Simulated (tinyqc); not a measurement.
Penn model of the dielectric constant and Phillips ionicity: one step. Penn gap from the dielectric constant. Three cases, with inputs chosen for the exercise.

Question. Start with S = 1 and repeat Eg = Ep sqrt(S/(ei - 1)) until Eg changes by less than 1e-6 eV.

n = 32/a^3; Ep^2 = 8 pi c e2 n with c = hbar^2/2m0, e2 = e^2/(4 pi eps0); EF = c (3 pi^2 n)^(2/3); eps = 1 + (Ep/Eg)^2 S with S = 1 - Eg/(4 EF) + (Eg/(4 EF))^2/3, Eg the Penn gap. Core d shells are left out.

Give: Iterations; Penn gap Eg.

Case 1.

Values chosen (out of a larger set: near those of SiC; not measured data): ei = 6.61 (high-frequency dielectric constant).

Ep = 22.99377 eV
EF = 19.24601 eV

Answer.

Iterations:
```
step  Eg in (eV)       S  Eg out (eV)
1         9.7080  0.8792       9.1027
2         9.1027  0.8864       9.1400
3         9.1400  0.8860       9.1377
4         9.1377  0.8860       9.1379
5         9.1379  0.8860       9.1379
6         9.1379  0.8860       9.1379
```

Penn gap Eg = 9.138 eV

The factor S lowers the gap by 0.570 eV from the first estimate. The Penn gap is a mean bonding-antibonding separation, near the main peak of eps2, not the smallest gap.

Case 2.

Values chosen (out of a larger set: near those of AlN; not measured data): ei = 4.83 (high-frequency dielectric constant).

Ep = 22.91507 eV
EF = 19.15823 eV

Answer.

Iterations:
```
step  Eg in (eV)       S  Eg out (eV)
1        11.7091  0.8550      10.8268
2        10.8268  0.8654      10.8924
3        10.8924  0.8646      10.8875
4        10.8875  0.8647      10.8879
5        10.8879  0.8647      10.8878
6        10.8878  0.8647      10.8878
7        10.8878  0.8647      10.8878
```

Penn gap Eg = 10.888 eV

The factor S lowers the gap by 0.821 eV from the first estimate. The Penn gap is a mean bonding-antibonding separation, near the main peak of eps2, not the smallest gap.

Case 3.

Values chosen (out of a larger set: near those of GaAs; not measured data): ei = 10.97 (high-frequency dielectric constant).

Ep = 15.54169 eV
EF = 11.41629 eV

Answer.

Iterations:
```
step  Eg in (eV)       S  Eg out (eV)
1         4.9221  0.8961       4.6594
2         4.6594  0.9014       4.6732
3         4.6732  0.9012       4.6725
4         4.6725  0.9012       4.6725
5         4.6725  0.9012       4.6725
6         4.6725  0.9012       4.6725
```

Penn gap Eg = 4.673 eV

The factor S lowers the gap by 0.250 eV from the first estimate. The Penn gap is a mean bonding-antibonding separation, near the main peak of eps2, not the smallest gap.

Computed by tinyqc, one run a case: `OMP_NUM_THREADS=1 python tinyqc.py N N+1 out.jsonl` with N = 1650010, 1650282, 1650307; one thread of a shared Intel(R) Xeon(R) Processor @ 2.30GHz, about 0.01 s a run at most.
